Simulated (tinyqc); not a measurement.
Wannier function of the lower band of a two-orbital chain: one step. Bloch states in the projection gauge.

H(k) = [[-d/2 - 2 ta cos k, -t1 - t2 exp(-ik)], [-t1 - t2 exp(ik), d/2 - 2 tb cos k]], k in 1/a, Bloch sums with exp(ikR) and without the positions inside the cell. Mesh k_j = 2 pi j/N. Projection gauge: each lower eigenvector u is multiplied by the phase that makes <trial|u> real and positive (the one-band case of Loewdin orthogonalisation). Wannier amplitudes w(R) = (1/N) sum_k exp(ikR) u(k); hoppings H(R) = (1/N) sum_k exp(-ikR) E(k).

Parameters, chosen for this exercise:
- d = -0.5 eV (A at -d/2, B at +d/2)
- t1 = 1.14 eV (A-B in the cell)
- t2 = 0.71 eV (B to A of the next cell)
- ta = -0.29 eV (A-A between cells)
- tb = 0.2 eV (B-B between cells)
- N = 4 (k points)
- th = 30 degrees (trial orbital cos(th) A + sin(th) B in cell 0)

Question. Diagonalise at each mesh point and fix the phase.

Give: Mesh.

Answer.

Mesh:

| j | E lower (eV) | E upper (eV) | u_A | u_B | \|<trial\|u>\| |
|---|---|---|---|---|---|
| 0 | -1.9025 | 2.0825 | 0.56063 | 0.82807 | 0.8996 |
| 1 | -1.3661 | 1.3661 | 0.62273-0.14387i | 0.72760+0.24920i | 0.9031 |
| 2 | -0.5824 | 0.4024 | 0.86237 | 0.50628 | 1.0000 |
| 3 | -1.3661 | 1.3661 | 0.62273+0.14387i | 0.72760-0.24920i | 0.9031 |

The projection is smallest at j = 0 (0.8996); the gauge is smooth as long as it stays away from zero.

Run: tinyqc, `OMP_NUM_THREADS=1 python tinyqc.py 1450191 1450192 out.jsonl`; Intel(R) Xeon(R) Processor @ 2.30GHz, one thread, shared host; about 0.2 s of CPU time with all checks.
